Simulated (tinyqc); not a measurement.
Concentration-dependent dopant diffusion with charged defects and the built-in field: one step, computed by the program tinyqc.

A constant source C_s feeds a half space. The dopant moves through neutral point defects and through charged ones, whose number grows with the majority carrier density n.

Question. Diffusivity at the surface. n = C/2 + sqrt(C^2/4 + n_i^2); D(C) = h [Dx + D1 (n/n_i) + D2 (n/n_i)^2], h = 1 + C/sqrt(C^2 + 4 n_i^2).

Inputs (values chosen for the exercise, modelled on phosphorus in silicon): surface concentration C_s = 6.9e+19 1/cm^3; temperature T = 1075 C.

Field enhancement: on.

n_i = 1.053952e+19 1/cm^3

partial diffusivities (cm^2/s): Dx 9.976977e-14, D1 5.224026e-15, D2 2.150261e-15

intrinsic diffusivity D_i = 1.071441e-13 cm^2/s

Give: n/n_i; field factor h; surface diffusivity D_s; enhancement D_s/D_i.

Answer.

n/n_i = 6.696

field factor h = 1.956

surface diffusivity D_s = 4.522e-13 cm^2/s

enhancement D_s/D_i = 4.221

C_s is 6.55 times n_i: diffusion is extrinsic near the surface. At such a C_s dopants can cluster or exceed their solubility, which the model leaves out.
